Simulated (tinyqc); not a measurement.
Composition and strain of an epitaxial Si(1-x)Ge(x) layer from Raman and X-ray peaks: one step, computed by the program tinyqc.

A (001) layer, biaxially strained in the plane. The Raman peaks follow empirical lines omega = w0 + c1 x + c3 x^3 + b eps (c3 for Si-Ge alone), with eps the in-plane strain.

Question. X-ray (004) reflection. Bragg angle theta = arcsin(2 lambda/a) for (004), for the substrate with a_sub and the layer with a_perp; separation in arc seconds.

Inputs (values chosen for the exercise, modelled on silicon-germanium): X-ray wavelength = 1.540598 angstrom.

Substrate: relaxed alloy buffer.

substrate constant a_sub = 5.535483 angstrom

a_perp = 5.637259 angstrom

Give: theta of the substrate; theta of the layer; separation, layer less substrate.

Answer.

theta of the substrate = 33.82 degree

theta of the layer = 33.13 degree

separation, layer less substrate = -2485 arcsec
